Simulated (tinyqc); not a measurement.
## Circuit elements from the admittance matrix

Inverse problem. Y belongs to a common-source circuit with y11 = i w (Cgs + Cgd), y12 = -i w Cgd, y21 = gm - i w Cgd, y22 = gds + i w (Cgd + Cd) and a resistance Rg in series with the gate; w = 2 pi f. Find Rg, Cgs + Cgd, Cgd, gm, gds and Cd.

Values chosen for this exercise:
- f = 10 GHz (signal frequency)

Y with Rg (mS):

|  | 1 | 2 |
|---|---|---|
| 1 | 0.06869877+2.77087061i | -0.01494572-0.60281524i |
| 2 | 20.60322526-1.11400585i | 0.87250430+2.34794515i |

Solution. 1/Y11 = Rg + 1/(i w (Cgs + Cgd)) gives Rg; removing it from Z11 returns the inner y, whose parts are read off.

Rg = 8.94 ohm
Cgs + Cgd = 44.1 fF
Cgd = 9.60 fF
gm = 20.6 mS
gds = 0.866 mS
Cd = 26.0 fF

Computed by the program tinyqc: `OMP_NUM_THREADS=1 python tinyqc.py 2150026 2150027 out.jsonl`, one thread of a shared Intel Xeon 2.30GHz, about 0.01 s for the whole run.
